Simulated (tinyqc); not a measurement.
Worked calculation: CID on RHF in the sto-3g basis, for H4, spin multiplicity 1. One step of it, computed by the program tinyqc.

Problem. Iteration 6 (converged): orbitals. Diagonalise F' = X^T F X, C = X C', fill 2 alpha and 2 beta electrons from the bottom; D = 2 C_occ C_occ^T. Each column has its largest component positive (the first on a tie).

converged F (hartree), order 1H 1s, 2H 1s, 3H 1s, 4H 1s:
$$\begin{pmatrix}
-0.235826 & -0.463135 & -0.020240 & 0.001888 \\
-0.463135 & -0.240386 & -0.069370 & -0.020240 \\
-0.020240 & -0.069370 & -0.240386 & -0.463135 \\
0.001888 & -0.020240 & -0.463135 & -0.235826
\end{pmatrix}$$

X, order 1H 1s, 2H 1s, 3H 1s, 4H 1s:
$$\begin{pmatrix}
1.101878 & -0.279268 & 0.014800 & -0.004201 \\
-0.279268 & 1.106213 & -0.059064 & 0.014800 \\
0.014800 & -0.059064 & 1.106213 & -0.279268 \\
-0.004201 & 0.014800 & -0.279268 & 1.101878
\end{pmatrix}$$

Give: F' = X^T F X; orbital energies; coefficients C; D after iteration 6.

Solution.

F' = X^T F X (hartree):
$$\begin{pmatrix}
-0.0202 & -0.4545 & 0.0188 & -0.0027 \\
-0.4545 & -0.0188 & -0.0695 & 0.0188 \\
0.0188 & -0.0695 & -0.0188 & -0.4545 \\
-0.0027 & 0.0188 & -0.4545 & -0.0202
\end{pmatrix}$$

orbital energies (hartree): MO1 -0.4925, MO2 -0.4578, MO3 0.3814, MO4 0.4911

coefficients C, order 1H 1s, 2H 1s, 3H 1s, 4H 1s:
$$\begin{pmatrix}
0.3908 & 0.4309 & 0.6962 & -0.6850 \\
0.4156 & 0.4091 & -0.6407 & 0.7449 \\
0.4156 & -0.4091 & -0.6407 & -0.7449 \\
0.3908 & -0.4309 & 0.6962 & 0.6850
\end{pmatrix}$$

D after iteration 6, order 1H 1s, 2H 1s, 3H 1s, 4H 1s:
$$\begin{pmatrix}
0.6769 & 0.6774 & -0.0277 & -0.0659 \\
0.6774 & 0.6801 & 0.0108 & -0.0277 \\
-0.0277 & 0.0108 & 0.6801 & 0.6774 \\
-0.0659 & -0.0277 & 0.6774 & 0.6769
\end{pmatrix}$$
